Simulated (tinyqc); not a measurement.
What the shift does to the intrinsic density: temperature and isotope dependence of a band gap in oscillator models.

E(T) = E0 - sum_i sl_i th_i n_i(T), n = 1/(exp(th/T) - 1). The same coupling lowers the gap at 0 K by the zero-point term ZP = sum_i sl_i th_i/2, so the gap of the static lattice is E0 + ZP. Thermal expansion is taken as part of the slopes.

Constants: kB = 8.617333262e-05 eV/K; hbar^2/2m0 = 3.80998211 eV angstrom^2.

Values chosen for the exercise (near those of InP; the results hold for these values, not for the real material): E0 = 1.414 eV (gap at 0 K); th = (127, 342) K (temperatures of two oscillators); sl = (0.0734, 0.3346) meV/K (their high-temperature slopes); mm = 0.23 m0 (geometric mean of the density-of-states masses).

ni = 2 (mm kT/(4 pi c))^(3/2) exp(-E/2kT), c = hbar^2/2m0, with E(T) and with E0; 1 angstrom^-3 = 1e24 cm^-3. Apparent gap from an Arrhenius plot of ni/T^(3/2): E(T) - T dE/dT, dE/dT = -sum sl_i (th_i/T)^2 n_i (1 + n_i).

Results:

| T (K) | E(T) (eV) | ni (cm^-3) | ni with E(T) / ni with E0 | apparent gap (eV) |
|---|---|---|---|---|
| 200 | 1.3782 | 6.50 | 2.823 | 1.4452 |
| 250 | 1.3608 | 4.04e+04 | 3.435 | 1.4505 |
| 300 | 1.3425 | 1.46e+07 | 3.986 | 1.4544 |
| 350 | 1.3236 | 1.03e+09 | 4.474 | 1.4573 |
| 500 | 1.2652 | 2.50e+12 | 5.622 | 1.4626 |
| 700 | 1.1855 | 5.33e+14 | 6.646 | 1.4664 |

Give the missing row, T (K) = 400.

Computed row:
```
T (K)  E(T) (eV)  ni (cm^-3)  ni with E(T) / ni with E0  apparent gap (eV)
400       1.3044    2.58e+10                      4.905             1.4595
```

Using E0 in place of E(T) understates ni by a factor that rises from 2.82 to 6.65, towards exp(sum sl/2kB) = 10.7. The slope of an Arrhenius plot returns neither E(T) nor E0 but the intercept of the tangent, 1.4544 eV at 300 K, which lies 40 meV above E0 and tends to the static gap 1.4759 eV.

Computed by tinyqc, a small Python program: `OMP_NUM_THREADS=1 python tinyqc.py 1851028 1851029 out.jsonl` (the numbers bound the seed that draws the inputs); one thread of a shared host (Intel(R) Xeon(R) Processor @ 2.30GHz), about 0.01 s for the whole set of steps.
